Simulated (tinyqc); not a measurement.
# Ellipsometry and reflectance of a transparent film on an absorbing substrate: psi and Delta against the film thickness

Air (index 1), film, substrate with N2 = n2 - i k2; time factor exp(+i w t). q_j = sqrt(N_j^2 - sin^2 th), root with positive real part. Fresnel coefficients r_s = (q_a - q_b)/(q_a + q_b), r_p = (N_b^2 q_a - N_a^2 q_b)/(N_b^2 q_a + N_a^2 q_b). tan(Psi) exp(i Delta) = R_p/R_s, Delta taken from 0 to 360 degrees.

beta = 2 pi d q1/lam, X = exp(-2 i beta), R = (r01 + r12 X)/(1 + r01 r12 X) for p and s. The last column is the derivative of Delta.

Parameters, values chosen for the exercise; indices close to those of aluminium oxide on silicon:
- lam = 632.8 nm (wavelength)
- th = 70 degrees (angle of incidence)
- n1 = 1.658 (index of the transparent film)
- n2 = 3.882 (index of the substrate)
- k2 = 0.019 (extinction coefficient of the substrate)

Result of one run:
```
d (nm)  Psi (degrees)  Delta (degrees)   |R_p|^2  |R_s|^2  dDelta/dd (degrees/nm)
4              10.765           166.26  0.025089  0.69408                 -3.1783
```

What becomes of these results when the film thickness d is changed from 4 to 3 nm, all else the same?

Result of the changed run:
```
d (nm)  Psi (degrees)  Delta (degrees)   |R_p|^2  |R_s|^2  dDelta/dd (degrees/nm)
3              10.685           169.46  0.024719  0.69436                 -3.2194
```

The whole series:
```
d (nm)  Psi (degrees)  Delta (degrees)   |R_p|^2  |R_s|^2  dDelta/dd (degrees/nm)
0              10.573           179.23  0.024204  0.69474                 -3.2787
0.5            10.578           177.59  0.024228  0.69473                 -3.2760
1              10.588           175.95  0.024276  0.69469                 -3.2703
1.5            10.605           174.32  0.024350  0.69464                 -3.2617
2              10.626           172.69  0.024448  0.69457                 -3.2503
2.5            10.653           171.07  0.024571  0.69447                 -3.2362
3              10.685           169.46  0.024719  0.69436                 -3.2194
3.5            10.722           167.85  0.024891  0.69423                 -3.2000
4              10.765           166.26  0.025089  0.69408                 -3.1783
```

Delta falls from 179.23 to 166.26 degrees while Psi moves from 10.57 to 10.76: Delta changes 67.5 times as much as Psi. With the slope of the first row an error of 0.01 degree in Delta means 0.0030 nm.

Numbers from tinyqc (`OMP_NUM_THREADS=1 python tinyqc.py 2870110 2870111 out.jsonl`; about 0.5 s on one thread of a shared Intel Xeon 2.30GHz).
